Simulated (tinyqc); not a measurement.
Bandgap voltage reference from two bipolar transistors: one step of the calculation.

Two transistors of area 1 and N carry the same current I. Is(T) = Is (T/T0)^eta exp[(Vg0 q/kB)(1/T0 - 1/T)], VBE1 = Vt ln(I/Is(T)) + I rb, VBE2 = Vt ln(I/(N Is(T))) + I rb/N. The amplifier forces I R1(T) = VBE1 - VBE2 + Vos, with R(T) = R (1 + tc (T - T0)) for both resistors, and the output is Vref = VBE1 + I R2(T). Base currents and the Early effect are neglected.

Task. Resistor for zero slope at T0, ideal case. With tc = 0, Vos = 0 and rb = 0 the current is proportional to T, dVBE/dT = (VBE - Vg0 - (eta - 1) Vt)/T, and Vref has zero slope at T0 when Vref = Vg0 + (eta - 1) Vt0. Find VBE1, its slope, that Vref, R2/R1 and the curvature d2Vref/dT2 = -(eta - 1) kB/(q T0).

Inputs (values chosen for the exercise); values of the order met in silicon bipolar transistors:

| symbol | value | unit | meaning |
|---|---|---|---|
| T0 | 300 | K | reference temperature |
| Vg0 | 1.196 | V | band-gap voltage extrapolated to 0 K |
| eta | 3.8 |  | temperature exponent of the saturation current |
| Is | 5e-16 | A | saturation current of the unit transistor at T0 |
| N | 24 |  | area ratio of the second transistor |
| R1 | 16 | kohm | resistor across which the difference of VBE falls, at T0 |

Constants: q = 1.602176634e-19 C, kB = 1.380649e-23 J/K. Results are converted to the units shown.

Find: VBE1; dVBE/dT; Vref; R2/R1; curvature.

Result.

VBE1 = 0.59595 V
dVBE/dT = -2.2414 mV/K
Vref = 1.2684 V
R2/R1 = 8.1845
curvature = -0.80428 uV/K^2

Program tinyqc, `OMP_NUM_THREADS=1 python tinyqc.py 2062048 2062049 out.jsonl`; Intel Xeon 2.30GHz, shared host, one thread, about 0.02 s.
